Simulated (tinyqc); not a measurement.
Decay of LO phonons and the hot-phonon bottleneck in the cooling of electrons: one step, computed by the program tinyqc.

n(E, T) = 1/(exp(E/(k_B T)) - 1) is the Bose occupation. Electrons have a temperature T_e; the LO modes within their reach share one occupation N; the decay products stay at the lattice temperature.

Task: Electron and phonon temperatures in closed form. Net emission per electron: [(N + 1) x - N]/tau_sp with x = exp(-hbar omega/(k_B T_e)), a simple two-level balance; steady state of the modes: n [(N + 1) x - N]/tau_sp = N_m (N - N_0)/tau; power per electron P = hbar omega [(N + 1) x - N]/tau_sp. With p = P tau_sp/(hbar omega): N = N_0 + r p and x = (p + N)/(N + 1); without hot phonons N = N_0. The mode temperature T_LO solves n(hbar omega, T_LO) = N.

Inputs (values chosen for the exercise, modelled on silicon carbide): LO energy hbar omega = 119 meV; lattice temperature T = 150 K; power supplied per electron P = 17 nW.

Decay channel: two equal phonons plus a three-phonon channel.

emission time tau_sp = 8.444908 fs

equilibrium LO occupation N_0 = 1.004199e-04

bottleneck ratio r = 309.4048

Constants: e = 1.602176634e-19 C; k_B = 8.617333262e-05 eV/K.

Give: reduced power p; LO occupation N; electron temperature T_e; T_e without hot phonons; mode temperature T_LO.

Result:

reduced power p = 0.0075299

LO occupation N = 2.3299

electron temperature T_e = 3902.1 K

T_e without hot phonons = 283.23 K

mode temperature T_LO = 3866.9 K

Caution: at such T_e upper valleys, non-parabolic bands or other phonons can take part.
